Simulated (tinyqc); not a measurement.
Off-state leakage of single and stacked transistors: one step of the calculation.

n-channel devices of unit width. Subthreshold current I(Vg, Vs, Vd) = I0 (T/300 K)^0.5 exp[(Vg - Vs - VT(T) - gb (Vs - Vb) + dd (Vd - Vs))/(nf Vt)] (1 - exp(-(Vd - Vs)/Vt)), VT(T) = VT - cT (T - 300 K). Gate-edge tunnelling Ig (Vd/1 V) exp(ag (Vd - 1 V)), for a gate at 0 V, and band-to-band leakage Ab u exp(-Bb/u), u = Vd - Vb + 1 V, flow at a drain held at V; both are taken as independent of T. In a stack of off transistors (all gates at 0 V) the same subthreshold current passes through each.

Question. Leakage of one transistor. Vg = Vs = 0, Vd = V; effective threshold VT(T) - gb Vb - dd V.

Parameters, values chosen for the exercise; values of the order met in bulk silicon logic transistors: temperature T = 378 K; supply voltage V = 0.8 V; threshold at 300 K, zero drain and body bias VT = 0.32 V; fall of the threshold with temperature cT = 0.7 mV/K; current at threshold at 300 K I0 = 0.3 uA/um; slope factor nf = 1.29; drain-induced lowering per volt dd = 0.12; rise of the threshold per volt of source-body bias gb = 0.18; gate-edge tunnelling current at 1 V Ig = 3e-5 uA/um; exponential slope of the gate current ag = 3.9 1/V; prefactor of band-to-band leakage at the drain Ab = 20 uA/(um V); its exponential voltage Bb = 26 V; body voltage Vb = 0 V.

Constants: q = 1.602176634e-19 C, kB = 1.380649e-23 J/K, Vt = kB T/q. Results are converted to the units shown.

Find: effective threshold; parts; total; shares.

Answer.

effective threshold = 0.16940 V
parts (nA/um): subthreshold 5.9769, gate edge 0.011002, band-to-band 0.019194
total = 6.0071 nA/um
shares (%): subthreshold 99.497, gate edge 0.18314, band-to-band 0.31952

The subthreshold part is the largest.

Program tinyqc, `OMP_NUM_THREADS=1 python tinyqc.py 2242167 2242168 out.jsonl`; Intel Xeon 2.30GHz, shared host, one thread, about 0.04 s.
